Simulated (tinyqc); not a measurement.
Model-solid line-up of a strained alloy layer on a substrate: one step. Strain on the (001) substrate.

Coherent growth on a (001) face: e_par = (a_s - a)/a, e_perp = -2 (C12/C11) e_par; exx = eyy = e_par, ezz = e_perp, no shear.

Inputs chosen for the exercise (out of a larger set: A near InAs, B near InSb, substrate near GaSb; not measured data): a_s = 6.099 angstrom (substrate); face = 001 (growth face).

Alloy at x (a in angstrom, C11, C12, C44 in GPa, all else in eV):

| symbol | value |
|---|---|
| a | 6.255060 |
| Eg | 0.182527 |
| Dso | 0.582500 |
| Ev | -0.208310 |
| ac | -5.946400 |
| av | 0.711000 |
| b | -1.872800 |
| d | -4.056000 |
| C11 | 76.954000 |
| C12 | 41.604000 |
| C44 | 35.776000 |

Problem. Use the values of the alloy.

Give: e_par; e_perp; strain tensor in the cubic axes.

Solution.

e_par = -0.024949
e_perp = 0.026977

strain tensor in the cubic axes:
```
           x          y         z
x  -0.024949   0.000000  0.000000
y   0.000000  -0.024949  0.000000
z   0.000000   0.000000  0.026977
```

The layer is under compression in the plane; its volume changes by -2.292 %. Above 2 % only a few nanometres stay coherent, and linear deformation potentials lose accuracy.

Program tinyqc; command `OMP_NUM_THREADS=1 python tinyqc.py 1081577 1081578 out.jsonl`; about 0.01 s on one thread of a shared Intel(R) Xeon(R) Processor @ 2.30GHz.
